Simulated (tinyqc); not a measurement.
Kinetics of strain relaxation and threading dislocations in mismatched semiconductor layers: one step, computed by the program tinyqc.

60-degree dislocations on {111} planes of a (001) layer, isotropic elasticity. The Schmid factor is 1/sqrt(6), and a misfit segment relieves strain with b/2.

Problem. Thick uniform layer and trapping in a trench. A separate case, a thick relaxed layer. Pair reactions during growth: d rho/dh = -K rho^2 with K = 2 r_A tan(psi) and threads inclined by psi = 45 degrees (the <110> lines of {111} planes), so rho = 1/(K H) for a layer that starts with far more threads than that, as highly mismatched layers do. In a trench along [110] a thread on {111} rises at 54.74 degrees across the width, and leaves through the wall below the height w tan(54.74 degrees) = sqrt(2) w; the share of threads, evenly spread over the floor, that reach the top is max(0, 1 - a/sqrt 2) for the aspect ratio a.

Inputs (values chosen for the exercise, modelled on Si(0.8)Ge(0.2) on Si):
```
quantity                                     value        unit
misfit f                                    0.0082           -
reaction radius r_A                             33          nm
final thickness of a thick uniform layer H     4.9  micrometre
aspect ratio of a trench                       2.8           -
```

Give: thread density at H; share that reaches the top.

Solution.

thread density at H = 3.092e+08 1/cm^2

share that reaches the top = 0

The trench traps all threads that cross it; those that run along it are not trapped. Thickness alone needs 1500 micrometre for 1e6 /cm^2. Caution: at this small misfit a layer may start with fewer threads than 1/(K H), which is then only an upper bound.
